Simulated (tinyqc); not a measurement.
## Capacitance measurement on a leaky thin oxide: effects of series resistance and leakage: readings against frequency

The device is a capacitance C in parallel with a leakage conductance G, in series with Rs and Ls. An impedance meter reports either a parallel pair (Cp, Gp) from Y = 1/Z = Gp + i w Cp or a series pair (Cs, Rm) from Z = Rm + 1/(i w Cs); w = 2 pi f, dissipation D = Gp/(w |Cp|).

EOT = 3.9 tox/eox; CET = EOT + zc + zp; C = 3.9 eps0 A/CET; G = Jg A/Vs. Z = Rs + i w Ls + 1/(G + i w C); CET read from Cp = 3.9 eps0 A/Cp; errors under 0.001 % are printed as 0.

Values chosen for this exercise; values of the order met in thin-oxide MOS capacitors:

| symbol | value | unit | meaning |
|---|---|---|---|
| eox | 3.9 |  | relative permittivity of the gate insulator (close to silicon dioxide) |
| tox | 1.3 | nm | insulator thickness |
| A | 10000 | um^2 | gate area |
| zc | 0.47 | nm | oxide-equivalent thickness added by the accumulation layer |
| zp | 0 | nm | oxide-equivalent thickness added by gate depletion |
| Jg | 0.00032 | A/cm^2 | gate leakage current density, not matched to the thickness |
| Vs | 0.34 | V | voltage for an e-fold rise of the leakage |
| Rs | 510 | ohm | series resistance |
| Ls | 0 | nH | series inductance |

Constants: eps0 = 8.8541878128e-14 F/cm where lengths are in cm. Results are converted to the units shown.

The same in every row: C (pF) = 195.09.

Readings against frequency:
```
f (Hz)	Cp (pF)	Cs (pF)	D	error of Cp (%)	error of Cs (%)	CET read from Cp (nm)
1000	195.07	196.24	0.077409	-9.64e-3	0.590	1.7702
3000	195.07	195.22	0.027470	-9.95e-3	0.0655	1.7702
10000	195.07	195.10	0.013930	-0.0135	5.90e-3	1.7702
30000	195.00	195.09	0.021314	-0.0448	0	1.7708
1e5	194.31	195.09	0.063284	-0.399	0	1.7771
3e5	188.45	195.09	0.18780	-3.41	0	1.8324
1e6	140.26	195.09	0.62524	-28.1	0	2.4619
3e6	43.186	195.09	1.8755	-77.9	0	7.9960
1e7	4.8673	195.09	6.2516	-97.5	0	70.946
3e7	0.55308	195.09	18.755	-99.7	0	624.35
```

What does the table show?

D goes from 0.0774 through a minimum of 0.0139 (at f = 10000 Hz among the rows listed) to 18.8; without inductance its minimum lies at f = sqrt(G (1 + G Rs)/Rs)/(2 pi C) = 11100 Hz. The error of Cp goes from -0.00964 to -99.7 % and that of Cs from 0.590 to 0 %; at low frequency Cp tends to C/(1 + G Rs)^2 and Cs grows as 1 + (G/(w C))^2. One of the two readings is within 2 % of C for f = 1000, 3000, 10000, 30000, 1e5, 3e5, 1e6, 3e6, 1e7, 3e7 Hz. For f = 3e6, 1e7, 3e7 D exceeds 1, where the accuracy of real meters degrades in proportion to sqrt(1 + D^2).

Numbers from tinyqc (`OMP_NUM_THREADS=1 python tinyqc.py 2022015 2022016 out.jsonl`; about 0.01 s on one thread of a shared Intel Xeon 2.30GHz).
